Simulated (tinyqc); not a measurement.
# Implanted layer, carriers, mobility and sheet resistance: effect of the temperature

An n-type layer from the surface x = 0 to the junction xj, N(x) = N0 exp(-(x - Rp)^2/(2 sg^2)). Local neutrality (no depletion at surface or junction, no spilling of carriers), intrinsic carriers neglected, full ionisation of active dopants.

xj = Rp + sg sqrt(2 ln(N0/Nb)). Active dopant A = min(N, Ns); n = A - Nb; mobility mu = m1 + (m2 (T/300 K)^(-bt) - m1)/(1 + ((A + Nb)/Nr)^am). Dose = integral of N, carrier sheet density = integral of n, 1/Rs = q integral of n mu, mean mobility 1/(q Rs sheet density), Hall mobility (unit Hall factor) = integral of n mu^2 over integral of n mu, Hall sheet density = (integral of n mu)^2/integral of n mu^2; all from 0 to xj. Integrals on 4000 steps.

Parameters, values chosen for the exercise; values close to those of nitrogen in 4H silicon carbide over a p-type background: background doping of the opposite type Nb = 3.2e15 cm^-3; peak chemical concentration N0 = 8.5e18 cm^-3; mobility limit at high doping m1 = 38.8 cm^2/(V s); mobility limit at low doping, at 300 K m2 = 951 cm^2/(V s); reference doping of the mobility law Nr = 1.94e17 cm^-3; exponent of the mobility law am = 0.598; temperature exponent of m2 bt = 2.1; solubility limit of active dopant Ns = 5.16e19 cm^-3; straggle after annealing sg = 85 nm; projected range Rp = 100 nm.

Constants: q = 1.602176634e-19 C. Results are converted to the units shown.

The same in every row: xj (nm) = 437.5; dose (cm^-2) = 1.594e14; carriers (cm^-2) = 1.593e14.

Result of one run:
```
Rs (ohm/square)  mean mobility (cm^2/(V s))  Rs xj (ohm nm)  Hall/true sheet density
407.2                                 96.23         1.782e5                   0.9394
```

Which temperature T gave this result: 200, 300, 350, 400 or 450 K?

T = 400 K.

The whole series:
```
T (K)  Rs (ohm/square)  mean mobility (cm^2/(V s))  Rs xj (ohm nm)  Hall/true sheet density
150              75.22                       520.9         3.291e4                   0.8657
200              130.5                       300.2         5.711e4                   0.8792
250              195.3                       200.7         8.544e4                   0.8946
300              265.3                       147.7         1.161e5                   0.9103
350              336.9                       116.3         1.474e5                   0.9255
400              407.2                       96.23         1.782e5                   0.9394
450              474.3                       82.63         2.075e5                   0.9515
500              536.7                       73.01         2.348e5                   0.9618
550              594.1                       65.96         2.599e5                   0.9702
```

As T goes from 150 to 550, xj stays at 438 nm, Rs rises from 75.2 to 594 ohm/square, the mean mobility falls from 521 to 66.0 cm^2/(V s) and the share of the dose that conducts stays at 99.9 %.

Program tinyqc, `OMP_NUM_THREADS=1 python tinyqc.py 2110053 2110054 out.jsonl`; Intel Xeon 2.30GHz, shared host, one thread, about 0.01 s.
